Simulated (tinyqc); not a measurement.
# Two-step dopant diffusion (predeposition and drive-in) with a constant diffusivity, step by step

A worked calculation. Computed by tinyqc, a small Python program that keeps every step. Command: `OMP_NUM_THREADS=1 python tinyqc.py 3004299 3004300 out.jsonl dopdiff walk`. One thread of a shared host (Intel(R) Xeon(R) Processor @ 2.30GHz), about 0.05 s of CPU time with the checks. Intermediate numbers are printed to about 7 digits and carried at full precision; extremes and crossings named in words are read from the listed rows.

Fick diffusion into a half space x > 0 whose background doping C_B is of the opposite type, so that a junction lies where C = C_B.

Inputs (values chosen for the exercise, modelled on gallium in silicon):
```
quantity                         value        unit
prefactor D0                     0.426      cm^2/s
activation energy E               3.41          eV
surface concentration C_s      4.8e+18      1/cm^3
background doping C_B            2e+16      1/cm^3
predeposition temperature T1       925           C
predeposition time t1               60         min
drive-in temperature T2           1150           C
drive-in time t2                    20         min
mean mobility in the layer mu      300  cm^2/(V s)
ramp rate                            5       C/min
stand-by temperature               700           C
```

Furnace ramps of the drive-in: linear ramps.

Constants: k_B = 8.617333262e-05 eV/K; e = 1.602176634e-19 C.

## Diffusivities

D = D0 exp(-E/(k_B T)). Temperatures in kelvin are T(C) + 273.15. Times in seconds are 60 times the minutes.

D1 = 1.931644e-15 cm^2/s

D2 = 3.577927e-13 cm^2/s

product D1 t1 = 6.953918e-12 cm^2

## Thermal budget with ramps

One ramp between the stand-by temperature and T2 adds int D dT / rate (40-point Gauss-Legendre); the usual estimate counts it as an extra time k_B T2^2/(E rate) at T2. (Dt)2 = D2 t2 + two ramps, times in seconds.

budget of one ramp = 2.054418e-10 cm^2

estimated extra time of one ramp = 10.23646 min

drive-in budget (Dt)2 = 8.402348e-10 cm^2

The integral equals 9.57 min at T2, against the estimate 10.2 min; both ramps make 49 % of the budget.

## Predeposition

C = C_s erfc(x/(2 sqrt(D1 t1))); dose Q = 2 C_s sqrt(D1 t1/pi); the junction solves erfc(z) = C_B/C_s with x_j = 2 z sqrt(D1 t1).

dose Q = 1.428272e+13 1/cm^2

z = 2.026045

junction depth after predeposition = 0.1068548 um

## Drive-in as a Gaussian

With a sealed surface and a thin source, C = Q/sqrt(pi (Dt)2) exp(-x^2/(4 (Dt)2)); x_j = 2 sqrt((Dt)2 ln(C(0)/C_B)); gradient at the junction |dC/dx| = C_B x_j/(2 (Dt)2).

surface concentration C(0) (Gaussian) = 2.779942e+17 1/cm^3

junction depth x_j = 0.9405078 um

gradient at the junction = 1.119339e+21 1/cm^4

The drive-in moves the junction from 0.107 to 0.941 um and lowers the surface value by a factor 17.3. Caution: C_s exceeds the intrinsic carrier density of silicon at the predeposition temperature (2e18 to 1e19 per cm^3), where real diffusivities rise with concentration and profiles turn box-like.

## Sheet resistance

Net dose Q_net = Q erf(x_j/(2 sqrt((Dt)2))) - C_B x_j; R_s = 1/(e mu Q_net), with every dopant ionised and one mobility.

net dose = 1.209071e+13 1/cm^2

sheet resistance R_s (Gaussian) = 1720.745 ohm/square

## Exact junction depth

Exact two-step profile: C = (2 C_s/pi) int_0^alpha exp(-beta (1 + u^2))/(1 + u^2) du with alpha = sqrt(D1 t1/(Dt)2), beta = x^2/(4 (D1 t1 + (Dt)2)). The integral takes 48 Gauss-Legendre points; solve C(x) = C_B.

exact junction depth = 0.9426057 um

## Gaussian against the exact two-step profile

Gaussian: C = Q/sqrt(pi (Dt)2) exp(-x^2/(4 (Dt)2)). Depths are fractions of the Gaussian x_j.

Profiles:
```
x/x_j    x (um)  Gaussian (1/cm^3)  exact (1/cm^3)     ratio
0.0    0.000000       2.779942e+17    2.772311e+17  1.002753
0.2    0.188102       2.502163e+17    2.496734e+17  1.002174
0.4    0.376203       1.824546e+17    1.823741e+17  1.000442
0.6    0.564305       1.077839e+17    1.080476e+17  0.997559
0.8    0.752406       5.158365e+16    5.191936e+16  0.993534
1.0    0.940508       2.000000e+16    2.023516e+16  0.988378
1.2    1.128609       6.282138e+15    6.396596e+15  0.982106
```

With D1 t1/(Dt)2 = 0.0083, the Gaussian is 0.28 % high at the surface and 1.2 % low at its own junction; the exact junction lies at 0.9426 um, 0.22 % deeper. The dose is the same, but the real source already has a width, which is negligible here.

Checks made by the program: exact profile against the direct convolution of the erfc with the Gaussian kernel (relative difference below 1e-10).
